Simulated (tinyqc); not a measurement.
MOS inversion layer, Poisson-Schroedinger loop: effect of the sheet density of electrons.

Electrons confined at an insulator interface at z = 0, treated as a hard wall; parabolic valleys, Hartree approximation, no image or exchange terms. The depletion charge lies far deeper than the electrons and gives a uniform field q Nd/(eps0 eps_r); the gate balances all charge. Energies are counted from the band edge at the interface.

Schroedinger equation -(C/mz) psi'' + (V0 + U) psi = E psi, C = hbar^2/(2 m0), psi(0) = 0, on a uniform mesh of 800 nodes with a far wall at 21 nm, 8 levels a set; V0 = q Nd z/(eps0 eps_r); dU/dz = q (Ns - integral of n from 0 to z)/(eps0 eps_r), U(0) = 0; N_k = g md m0 q Vt/(pi hbar^2) ln(1 + exp((EF - E_k)/Vt)), g the number of valleys of the set, sum N_k = Ns. Triangular well: E_k = a_k (C F^2/mz)^(1/3), a_1 = 2.338107, a_2 = 4.087949, C = hbar^2/(2 m0), F in eV/nm. Fang-Howard (all electrons in the lowest level of set A): b^3 = 6 (mz1/C) q (Nd + 11 Ns/32)/(eps0 eps_r), centroid 3/b, level C b^2/(4 mz1) + (3/b) q (Nd + 11 Ns/16)/(eps0 eps_r). The centroid adds 3.9 z_av/eps_r to an oxide-equivalent thickness. Shares under 0.0001 % are printed as 0.

Values chosen for this exercise; masses and permittivity close to those of gallium nitride: temperature T = 400 K; relative permittivity eps_r = 9.39; mass along z of valley set A (1 valley(s)) mz1 = 0.198 m0; in-plane density-of-states mass of set A md1 = 0.197 m0; sheet density of depletion charge Nd = 1.9e12 cm^-2.

Constants: q = 1.602176634e-19 C, kB = 1.380649e-23 J/K, hbar = 1.054571817e-34 J s, m0 = 9.1093837015e-31 kg, Vt = kB T/q, eps0 = 8.8541878128e-14 F/cm where lengths are in cm, hbar^2/(2 m0) = 0.0380998212 eV nm^2. Results are converted to the units shown.

Results:
columns A: Ns (cm^-2); B: A1 (meV); C: A2 (meV); D: EF (meV); E: share of A1 (%); F: share of A2 (%); G: centroid z_av (nm); H: added oxide equivalent (nm); I: Fang-Howard centroid (nm)
```
A         B    C     D     E     F     G      H     I
1e11    153  265  36.6  95.9  3.77  2.78   1.15  2.85
2.1e11  157  270  67.1  96.0  3.75  2.76   1.15  2.83
4.5e11  166  281   104  96.0  3.72  2.72   1.13  2.80
9.7e11  185  303   153  96.0  3.68  2.64   1.10  2.72
2.1e12  224  349   225  96.1  3.65  2.50   1.04  2.58
4.4e12  295  434   338  95.9  3.86  2.30  0.954  2.36
2e13    660  885   880  90.7  8.83  1.79  0.744  1.72
```

Estimate the missing row, Ns = 9.4e12 cm^-2.

Computed row:
columns A: Ns (cm^-2); B: A1 (meV); C: A2 (meV); D: EF (meV); E: share of A1 (%); F: share of A2 (%); G: centroid z_av (nm); H: added oxide equivalent (nm); I: Fang-Howard centroid (nm)
```
A         B    C    D     E     F     G      H     I
9.4e12  427  593  534  94.6  5.04  2.04  0.846  2.06
```

With this row back in the table: As Ns goes from 1e11 to 2e13, A1 rises from 153 to 660 meV, the share of A1 goes from 95.9 through a maximum of 96.1 (at Ns = 2.1e12 among the rows listed) to 90.7 % and the centroid falls from 2.78 to 1.79 nm. A1 goes as Ns^(0.58) between the last two rows (a triangular well in the field of that charge alone gives 2/3). EF lies more than 2 meV above A1 for Ns = 4.4e12, 9.4e12, 2e13. The Fang-Howard centroid is 2.6 % above the full one in the first row, where A1 holds 95.9 %, and 3.8 % below it in the last, where A1 holds 90.7 %.

tinyqc, about 0.4 s, one thread, Intel Xeon 2.30GHz (shared host): `OMP_NUM_THREADS=1 python tinyqc.py 2160048 2160049 out.jsonl`
